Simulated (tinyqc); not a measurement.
# Worked calculation: surface potential of a MOS transistor: implicit equation and explicit approximations

Computed by the program tinyqc: `OMP_NUM_THREADS=1 python tinyqc.py 2122228 2122229 out.jsonl`, one thread of a shared Intel Xeon 2.30GHz, about 0.01 s for the whole run. Printed values are rounded.

p-type body, charge-sheet picture, depletion and inversion only, full ionisation (an idealisation for deep acceptors), Boltzmann statistics (rough once Na exp(x - xn) passes about Nc/7). In units of Vt: xg = (Vg - Vfb)/Vt, x = psi/Vt, G = gamma/sqrt(Vt), xn = (2 phiF + Vc)/Vt. The implicit equation is (xg - x)^2 = G^2 [x - 1 + exp(x - xn)] for x above about 3. Cox = eps0 eox/tox.

Inputs (values chosen for the exercise); band and dielectric values close to those of silicon:
```
symbol    value   unit                                                                 meaning
T           300      K                                                             temperature
Eg         1.11     eV                                                                band gap
eps_r      11.7                                                          relative permittivity
Nc      2.81e19  cm^-3                                  conduction-band density of states at T
Nv      2.62e19  cm^-3                                     valence-band density of states at T
eox         3.9         relative permittivity of the gate insulator (close to silicon dioxide)
tox         3.3     nm                                                     insulator thickness
Na       3.6e16  cm^-3                                                        acceptor density
Vfb       -0.91      V                                                       flat-band voltage
Vc            0      V                                                    channel-body voltage
Vg         0.18      V                                                       gate-body voltage
```

Constants: q = 1.602176634e-19 C, kB = 1.380649e-23 J/K, Vt = kB T/q, eps0 = 8.8541878128e-14 F/cm where lengths are in cm. Results are converted to the units shown.

Range of the model: The electron quasi-Fermi level lies less than 2 Vt below the band edge at the surface, or above it, where degeneracy and confinement, left out, matter.

## Scales

ni = sqrt(Nc Nv) exp(-Eg/(2 Vt)), Eg in volts; phiF = Vt ln(Na/ni); gamma = sqrt(2 q eps0 eps_r Na)/Cox; VT = Vfb + Vt (xn + G sqrt(xn - 1)).

phiF = 0.383730 V
gamma = 0.104469 V^0.5
G = 0.649744
xn = 29.6867
VT = -0.0525734 V
xg = 42.1631

## Explicit approximation

Depletion value a = 1 + [sqrt(G^2/4 + xg - 1) - G/2]^2; inversion value b = xn + ln[(xg - xn)^2/G^2 - xn + 1] and first guess y = min(a, b) - ln(1 + exp(-|a - b|)) if a > xn + 1, else b = y = a; one second-order correction with D = exp(y - xn), p = 2 (xg - y) + G^2 (1 + D), w = (xg - y)^2 - G^2 (y - 1 + D): z = y + 2 w/(p + sqrt(p^2 - 2 (2 - G^2 D) w)), or the Newton step z = y + w/p where the root is not real.

a = 38.2002
b = 35.5157
y = 35.4497
p = 148.225
w = -103.851
z = 34.7491

The root of the implicit equation is x = 34.3861; y misses it by 1.1 and z by 0.36, in units of Vt (Newton branch).

## Starting value

x = a rounded to two decimals.

x at the start = 38.2

## Iteration 1: new x

D = exp(x - xn), f = (xg - x)^2 - G^2 (x - 1 + D), f' = -2 (xg - x) - G^2 (1 + D), x(new) = x - f/f'.

D = 4980.50
f = -2102.60
f' = -2110.95
x after iteration 1 = 37.2040

## Iteration 2: new x

As before.

D = 1839.48
f = -767.261
f' = -786.910
x after iteration 2 = 36.2289

## Iteration 3: new x

As before.

D = 693.818
f = -272.566
f' = -305.198
x after iteration 3 = 35.3358

## Course of the iteration

Stop when the step is below 1e-11, or after 60 iterations.

Course of the iteration:
```
iteration,x before the step,step
1,38.2,-0.996
2,37.2040,-0.975
3,36.2289,-0.893
4,35.3358,-0.655
5,34.6806,-0.264
6,34.4166,-0.0301
7,34.3864,-3.30e-4
8,34.3861,-3.89e-8
9,34.3861,0
```

Converged in 9 iterations.

## Potential, charges and gate control

converged x = 34.3861

psi = Vt x; N_dep = Cox Vt G sqrt(x - 1)/q; N_inv = (Cox Vt G/q) [sqrt(x - 1 + exp(x - xn)) - sqrt(x - 1)]; dpsi/dVg = 1/[1 + G^2 (1 + exp(x - xn))/(2 (xg - x))].

psi = 0.888949 V
N_dep = 6.33882e11 cm^-2
N_inv = 6.7921e11 cm^-2
dpsi/dVg = 0.249409

psi lies 4.7 Vt above 2 phiF + Vc.
